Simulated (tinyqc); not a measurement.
# Superjunction drift layer against a plain one, charge balance: several studies

Alternating n and p pillars of equal width wp, doping N and length Lp. When depleted, the lateral field peaks at Ex = q N wp/(2 eps0 eps_r) at the pillar junctions and a uniform vertical field Ey is added; breakdown is taken where Ex^2 + Ey^2 = Ef^2. Only the n pillars conduct, narrowed by the zero-bias depletion. A first-order model: the field peaks at the pillar ends are left out.

Inputs (values chosen for the exercise); values close to those of gallium nitride:
- eps_r = 9.5 (relative permittivity of the semiconductor)
- E16 = 2.9 MV/cm (critical field at a doping of 1e16 cm^-3)
- mx = 1070 cm^2/(V s) (mobility at low doping)
- mi = 59.8 cm^2/(V s) (mobility at high doping)
- Nr = 2e17 cm^-3 (reference doping of the mobility)
- BV = 2800 V (wanted breakdown voltage)
- wp = 1 um (width of each pillar)
- Ef = 2.6 MV/cm (critical field inside the pillars)
- a = 0.79 (lateral peak field as a share of Ef)
- Vb = 2.8 V (built-in voltage of the pillar junctions)
- dl = -1 % (charge imbalance (Nn - Np)/N)

Constants: q = 1.602176634e-19 C, eps0 = 8.8541878128e-14 F/cm where lengths are in cm. Results are converted to the units shown.

Each table varies one quantity; the others keep the values above.

## Effect of the lateral peak field as a share of Ef

Ec(N) = E16 (N/1e16 cm^-3)^(1/8), mu(N) = mi + (mx - mi)/(1 + (N/Nr)^0.9). Plain drift layer for BV: N solves BV = eps0 eps_r Ec(N)^2/(2 q N), W = 2 BV/Ec, Rsp = W/(q mu N). Ex = a Ef gives N = 2 eps0 eps_r a Ef/(q wp); Ey = Ef sqrt(1 - a^2); Lp = BV/Ey; xd = sqrt(eps0 eps_r Vb/(q N)) on each side; Rsp = 2 Lp/(q mu(N) N (1 - 2 xd/wp)). An imbalance dl leaves the mean net doping |dl| N/2, which tilts the vertical field by s = q |dl| N/(2 eps0 eps_r): BV(dl) = Ey Lp - s Lp^2/2, or Ey^2/(2 s) if the field reaches zero inside the pillar.

The same in every row: Rsp, plain (mohm cm^2) = 1.686.

Effect of the lateral peak field as a share of Ef:

| a | N (cm^-3) | Lp (um) | Rsp, pillars (mohm cm^2) | BV(dl) (V) |
|---|---|---|---|---|
| 0.3 | 8.190e16 | 11.29 | 0.3103 | 2750 |
| 0.39 | 1.065e17 | 11.70 | 0.2544 | 2731 |
| 0.48 | 1.310e17 | 12.28 | 0.2249 | 2706 |
| 0.57 | 1.556e17 | 13.11 | 0.2099 | 2673 |
| 0.66 | 1.802e17 | 14.33 | 0.2059 | 2624 |
| 0.75 | 2.048e17 | 16.28 | 0.2136 | 2542 |
| 0.84 | 2.293e17 | 19.85 | 0.2410 | 2370 |
| 0.93 | 2.539e17 | 29.30 | 0.3326 | 1762 |

What does the comparison show?

As a goes from 0.3 to 0.93, Rsp of the pillars goes from 0.310 through a minimum of 0.206 (at a = 0.66 among the rows listed) to 0.333 mohm cm^2 and BV with the imbalance falls from 2750 to 1760 V. With constant mobility and no depleted edge the minimum of Rsp lies at a = 0.707; a smaller a gives up a little resistance for tolerance.

## Effect of the width of each pillar

Same model as above.

The same in every row: Lp (um) = 17.57; Rsp, plain (mohm cm^2) = 1.686.

Result of one run:

| wp (um) | N (cm^-3) | Rsp, pillars (mohm cm^2) | BV(dl) (V) |
|---|---|---|---|
| 0.49 | 4.401e17 | 0.1660 | 2153 |

What becomes of these results when the width of each pillar wp is changed from 0.49 to 1.2 um, all else the same?

Result of the changed run:

| wp (um) | N (cm^-3) | Rsp, pillars (mohm cm^2) | BV(dl) (V) |
|---|---|---|---|
| 1.2 | 1.797e17 | 0.2438 | 2536 |

The whole series:

| wp (um) | N (cm^-3) | Rsp, pillars (mohm cm^2) | BV(dl) (V) |
|---|---|---|---|
| 0.12 | 1.797e18 | 0.1275 | 742.3 |
| 0.2 | 1.078e18 | 0.1334 | 1237 |
| 0.31 | 6.957e17 | 0.1455 | 1778 |
| 0.49 | 4.401e17 | 0.1660 | 2153 |
| 0.77 | 2.801e17 | 0.1972 | 2388 |
| 1.2 | 1.797e17 | 0.2438 | 2536 |
| 1.9 | 1.135e17 | 0.3176 | 2633 |
| 3 | 7.189e16 | 0.4310 | 2694 |

As wp goes from 0.12 to 3 um, Rsp of the pillars rises from 0.128 to 0.431 mohm cm^2 and BV with the imbalance rises from 742 to 2690 V. Narrow pillars allow more doping and so less resistance, but the same relative imbalance then leaves more net charge. For wp = 0.12 to 0.49 um the aspect ratio passes 30, which is hard to make. At wp = 0.12 um the zero-bias depletion takes over 40 % of the pillar, and the on-state voltage would narrow it further.

## Effect of the wanted breakdown voltage

Same model as above.

The same in every row: N (cm^-3) = 2.157e17.

Results:

| BV (V) | Lp (um) | Rsp, pillars (mohm cm^2) | Rsp, plain (mohm cm^2) | BV(dl) (V) |
|---|---|---|---|---|
| 220 | 1.380 | 0.01747 | 0.005447 | 218.0 |
| 350 | 2.196 | 0.02779 | 0.01388 | 345.0 |
| 540 | 3.388 | 0.04287 | 0.03517 | 528.2 |
| 850 | 5.332 | 0.06749 | 0.09786 | 820.8 |
| 1300 | 8.155 | 0.1032 | 0.2645 | 1232 |
| 3200 | 20.07 | 0.2541 | 2.338 | 2786 |
| 5000 | 31.37 | 0.3970 | 7.019 | 3990 |

Estimate the missing row, BV = 2000 V.

Computed row:

| BV (V) | Lp (um) | Rsp, pillars (mohm cm^2) | Rsp, plain (mohm cm^2) | BV(dl) (V) |
|---|---|---|---|---|
| 2000 | 12.55 | 0.1588 | 0.7433 | 1838 |

With this row back in the table: As BV goes from 220 to 5000 V, Rsp of the pillars rises from 0.0175 to 0.397 mohm cm^2 and BV with the imbalance rises from 218 to 3990 V. Rsp goes as BV^(1.00) for the pillars and BV^(2.29) for the plain layer; the pillars win in 5 of the 8 rows. At BV = 5000 V the aspect ratio passes 30, which is hard to make. For BV = 220 to 350 V the aspect ratio Lp/wp is under 3, where a pillar model without end effects fails.

Computed by the program tinyqc: `OMP_NUM_THREADS=1 python tinyqc.py 2590063 2590064 out.jsonl`, one thread of a shared Intel Xeon 2.30GHz, about 0.01 s for the whole run.
